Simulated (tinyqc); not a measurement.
Undoped gate-all-around wire MOSFET, analytic charge model: one step of the calculation.

An undoped round wire of radius R under an insulator shell and a surrounding gate; long channel, electrons only, n = ni exp((psi - V)/Vt) with V the quasi-Fermi potential (0 at the source, Vd at the drain), constant mobility, no quantisation. The radial Poisson equation gives n(r) = n(0)/(1 - (1 - b) r^2/R^2)^2 with b = Q0/(Q + Q0). Q is the electron charge per area of the wire surface.

Task. Constants of the wire. ni = sqrt(Nc Nv) exp(-Eg/(2 Vt)), Eg in volts; Cox = eps0 eox/(R ln(1 + tox/R)); Q0 = 4 eps0 eps_r Vt/R; V0 = dphi + Vt ln[8 eps0 eps_r Vt/(q ni R^2)].

Values chosen for this exercise; material values those of a made-up semiconductor:
- T = 250 K (temperature)
- Eg = 0.871 eV (band gap)
- eps_r = 8.82 (relative permittivity of the semiconductor)
- Nc = 1.96e19 cm^-3 (conduction-band density of states at T)
- Nv = 1.92e19 cm^-3 (valence-band density of states at T)
- eox = 22.9 (relative permittivity of the gate insulator)
- tox = 5.2 nm (insulator thickness)
- R = 6 nm (wire radius)
- dphi = 0.06 V (gate work function less that of the intrinsic body)

Constants: q = 1.602176634e-19 C, kB = 1.380649e-23 J/K, Vt = kB T/q, eps0 = 8.8541878128e-14 F/cm where lengths are in cm. Results are converted to the units shown.

Give: ni; Cox; Q0; V0.

Result.

ni = 3.225e10 cm^-3
Cox = 5.414 uF/cm^2
Q0 = 112.2 nC/cm^2
V0 = 0.4499 V

Numbers from tinyqc (`OMP_NUM_THREADS=1 python tinyqc.py 2460116 2460117 out.jsonl`; about 0.03 s on one thread of a shared Intel Xeon 2.30GHz).
